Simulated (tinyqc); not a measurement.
Levels against anisotropy: donor in an ellipsoidal valley (Kohn-Luttinger variational method). Computed by tinyqc, a small Python program. Command: `OMP_NUM_THREADS=1 python tinyqc.py 3011136 3011137 out.jsonl kohnlutt walk`. One thread of a shared host (Intel(R) Xeon(R) Processor @ 2.30GHz), about 0.03 s of CPU time with the checks.

H = -(d^2/dx^2 + d^2/dy^2) - gamma d^2/dz^2 - 2/r in units built on m_t, with gamma = m_t/m_l and z along the valley axis. One valley; no valley-orbit or central-cell term.

Inputs (values chosen for the exercise, modelled on 3C-SiC): transverse mass m_t = 0.251 m_0; longitudinal mass m_l = 0.678 m_0; dielectric constant eps = 9.68.

Constants: Ry = 13.605693123 eV; a_0 = 0.529177210903 angstrom.

Method:
- Ry* = Ry m_t/eps^2, a* = a_0 eps/m_t, gamma = m_t/m_l.
- Trial function exp(-sqrt((x^2 + y^2)/a^2 + z^2/b^2)) with beta = b/a < 1: E = t/a^2 - u/a, t = (2 + gamma/beta^2)/3, u = 2 arcsin(sqrt(1 - beta^2))/sqrt(1 - beta^2); the best a is 2 t/u and E(beta) = -u^2/(4 t).
- The trial energy is minimised over beta by golden section from 0.05 to 0.999, 60 steps.
- Gaussian basis: g = P exp(-al (x^2 + y^2) - be z^2) with P = 1 (s-like), z (2p0) or x (2p+-); al = 0.004 x 2.6^k, k = 0..11, and be/al = 1, gamma^(-1/2) or 1/gamma (36 functions); 1/r = (2/sqrt(pi)) int exp(-t^2 r^2) dt by 48 Gauss-Legendre points after t = sqrt(al_i + al_j) tan(theta); overlap eigenvalues below 1e-10 are dropped.

gamma = 0.370206

Binding energies (Ry*):
```
gamma  1s, trial  1s, Gaussians      2p0     2p+-
0.093     1.8655         1.8718  0.81370  0.34988
0.190     1.5991         1.6015  0.60050  0.32449
0.370     1.3508         1.3514  0.43486  0.29696
0.520     1.2270         1.2272  0.36331  0.28158
0.560     1.2005         1.2006  0.34890  0.27813
0.720     1.1119         1.1120  0.30305  0.26616
0.910     1.0316         1.0316  0.26445  0.25469
```

What follows from these numbers?

As gamma falls from 0.91 to 0.093, 1s deepens from 1.032 to 1.872 Ry*, on the way from the hydrogen value 1 to the two-dimensional limit 4; 2p+- moves from 0.255 to 0.350 (limits 1/4 and 4/9), while 2p0 climbs from 0.264 to 0.814 and joins 1s as gamma tends to 0. Near gamma = 1 the trial function is almost exact and can pass the Gaussian basis, whose own error is about 3e-5 Ry*.

Extremes, crossings and ranges named in words are read from the listed rows.
